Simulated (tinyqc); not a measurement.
Double-gate transistor, scale length and short-channel effects: effect of the relative permittivity of the insulator.

A body of thickness ts between two insulators of thickness ti and two tied gates. Below threshold the potential that source and drain add obeys Laplace's equation and vanishes on the gate. Its lowest mode decays along the channel as exp(-k y); k is the smallest positive root of the matching condition at the interface, and the scale length is Lambda = pi/k.

k is the smallest positive root of f(k) = ei cos(k ti) cos(k ts/2) - eps_r sin(k ti) sin(k ts/2). Along the channel psi(y) = s + a exp(y/l) + b exp(-y/l) with psi(0) = Vbi, psi(L) = Vbi + Vds and l = 1/k = Lambda/pi; with A = Vbi - s, B = A + Vds, x = exp(-L/l): a = (B - A x) x/(1 - x^2), b = (A - B x)/(1 - x^2). The minimum is s + 2 sqrt(a b), at y = (l/2) ln(b/a). The long-channel potential follows the gate as s = sT + (Vg - VTL)/m, and the threshold VT is the gate voltage at which the minimum equals sT. Swing = m Vt ln 10/g at threshold, g = d(minimum)/ds = 1 - (b x + a)/((1 + x) sqrt(a b)). DIBL = [VT(0.05 V) - VT(Vds)]/(Vds - 0.05 V). sT and Vbi are held fixed; m = 1.

Parameters, values chosen for the exercise; permittivities: semiconductor close to that of gallium nitride, insulator close to that of hafnium oxide: temperature T = 300 K; relative permittivity of the semiconductor eps_r = 9.64; insulator thickness ti = 4.1 nm; body thickness ts = 8.2 nm; channel length L = 29 nm; potential of the source Vbi = 0.95 V; potential of the barrier top at threshold sT = 0.55 V; drain voltage Vds = 0.8 V.

Constants: q = 1.602176634e-19 C, kB = 1.380649e-23 J/K, Vt = kB T/q. Results are converted to the units shown.

Results:
```
ei   Lambda (nm)  L/Lambda  VT - VTL at Vds (mV)  DIBL (mV/V)  swing (mV/decade)
3.9        22.74     1.275                -257.8        139.8              83.60
5.7        19.65     1.476                -172.1        92.34              75.81
8.5        17.08     1.698                -113.3        60.25              70.38
12         15.33     1.891                -80.04        42.28              67.26
18         13.72     2.114                -54.43        28.58              64.82
40         11.56     2.509                -28.15        14.68              62.29
```

Estimate the missing row, ei = 27.

Computed row:
```
ei  Lambda (nm)  L/Lambda  VT - VTL at Vds (mV)  DIBL (mV/V)  swing (mV/decade)
27        12.48     2.324                -38.23        19.99              63.27
```

With this row back in the table: As ei goes from 3.9 to 40, Lambda falls from 22.7 to 11.6 nm, DIBL falls from 140 to 14.7 mV/V and the swing falls from 83.6 to 62.3 mV a decade. On average Lambda goes as ei^(-0.29). For ei = 3.9 to 5.7 L is under 1.5 Lambda, where higher modes, left out of the one-mode potential, count.

Program tinyqc, `OMP_NUM_THREADS=1 python tinyqc.py 2420092 2420093 out.jsonl`; Intel Xeon 2.30GHz, shared host, one thread, about 0.01 s.
